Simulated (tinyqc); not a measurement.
Worked calculation: tight binding, kagome lattice. One step of it, computed by the program tinyqc.

Question. Levels at k. Diagonalise the Hermitian matrix.

H(k) at k (eV), lower triangle (Hermitian):
```
,A,B,C
A,0.000000
B,-0.183684+0.821754i,0.000000
C,-3.336909-1.321176i,-0.094461+0.596403i,0.000000
```

Give: eigenvalues; weights |c|^2 of the basis functions.

Answer.

eigenvalues (eV): -3.5972  -0.2628  3.8600

weights |c|^2 of the basis functions:
```
,band 1,band 2,band 3
A,0.5057,0.0215,0.4728
B,0.0024,0.9320,0.0657
C,0.4919,0.0466,0.4616
```
